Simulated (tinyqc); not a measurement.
Swing of the coupled dose with resist thickness: standing waves and exposure in a photoresist film.

Normal incidence from air. Unexposed resist: N1 = n1 + i k1 with k1 = (A + B) lam/(4 pi), lam in micrometres. r01 = (1 - N1)/(1 + N1), t01 = 2/(1 + N1). Below the resist lie the layer Na = na + i ka and the substrate Ns = ns + i ks: r12 = (r1a + ras x)/(1 + r1a ras x), x = exp(4 pi i Na da/lam), r1a = (N1 - Na)/(N1 + Na), ras = (Na - Ns)/(Na + Ns). With p = exp(2 pi i N1 d/lam), the field at depth z is E(z) = t01 [exp(2 pi i N1 z/lam) + r12 p^2 exp(-2 pi i N1 z/lam)]/(1 + r01 r12 p^2), the relative intensity I(z) = n1 |E(z)|^2 and the reflectance R = |(r01 + r12 p^2)/(1 + r01 r12 p^2)|^2.

Values chosen for the exercise (a resist on Si, indices near tabulated ones; shifted at random, so the results belong to these values and not to a real crystal):
- lam = 365 nm (vacuum wavelength)
- n1 = 1.719 (resist index)
- A = 0.61 1/micrometre (bleachable absorption (Dill A))
- B = 0.12 1/micrometre (fixed absorption (Dill B))
- d = 1098 nm (resist thickness)
- ns = 6.505 (substrate n)
- ks = 2.714 (substrate k)
- na = 1.752 (n of the bottom antireflection layer)
- ka = 0.329 (its k)
- da = 28 nm (its thickness)

The mean of I is taken over 800 depths; the relative dose to clear is taken as 1/(mean of I over the lowest period, 60 depths), scaled to 1 in the first row.

Swing:
```
d (nm),R,mean I,relative dose
1098.0,0.0353,0.8081,1.000
1133.4,0.2180,0.6427,1.267
1151.1,0.1996,0.6503,1.248
1168.8,0.1024,0.7224,1.127
1186.5,0.0088,0.7924,1.040
1204.2,0.0338,0.7678,1.088
1221.9,0.1381,0.6796,1.240
1239.6,0.2048,0.6208,1.358
1257.2,0.1875,0.6276,1.340
1274.9,0.0966,0.6917,1.221
1292.6,0.0100,0.7529,1.134
1310.3,0.0327,0.7312,1.183
```

Give the missing row, d (nm) = 1115.7.

Computed row:
```
d (nm)       R  mean I  relative dose
1115.7  0.1473  0.7085          1.150
```

The period is 106.2 nm, six rows. The relative dose swings between 1.000 and 1.358, a ratio (max - min)/mean of 0.302, against the estimate 4 sqrt(|r01|^2 |r12|^2) exp(-(A + B) d) = 0.258 for the oscillating part alone; the ratio from the table also holds the slow rise from absorption, 18.3 % over two periods, so the two are not strictly comparable.

Run: tinyqc, `OMP_NUM_THREADS=1 python tinyqc.py 1651048 1651049 out.jsonl`; Intel(R) Xeon(R) Processor @ 2.30GHz, one thread, shared host; about 0.01 s of CPU time with all checks.
